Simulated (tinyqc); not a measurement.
Strain-driven roughening and islands of a mismatched epitaxial film: one step, computed by the program tinyqc. Command: `OMP_NUM_THREADS=1 python tinyqc.py 3005037 3005038 out.jsonl island walk`. One thread of a shared host (Intel(R) Xeon(R) Processor @ 2.30GHz), about 0.01 s of CPU time with the checks.

Film and substrate share isotropic elastic constants; the film is coherent and biaxially strained.

Problem. A ripple of given wavelength. A ripple A cos(k x) has the surface chemical potential per volume [gamma k^2 - 2 (1 + nu) w k] A cos(k x), so k_c = 2 (1 + nu) w/gamma. With surface diffusion the amplitude grows at the rate q = B k^2 [2 (1 + nu) w k - gamma k^2], fastest at k_m = (3/4) k_c. B is the surface mobility. Stress at the trough = stress x (1 + 2 k A).

Inputs (values chosen for the exercise, modelled on InAs on InP):

| quantity | value | unit |
|---|---|---|
| Poisson ratio nu | 0.28 | - |
| surface energy gamma | 0.715 | J/m^2 |
| surface mobility D_s nu_s Omega^2/(k_B T) | 3.7e-32 | m^6/(J s) |
| initial ripple amplitude A0 | 0.27 | nm |
| ripple wavelength over the critical one | 3.3 | - |

Transport: surface diffusion.

k_c = 0.3742463 1/nm

energy density w = 104.5258 MJ/m^3

growth time 1/q at k_m = 0.01826999 s

Give: k; rate q; q over the largest rate; stress concentration at A0.

Solution.

k = 0.1134 1/nm

rate q = 10.06 1/s

q over the largest rate = 0.1839

stress concentration at A0 = 1.061

The ripple grows.
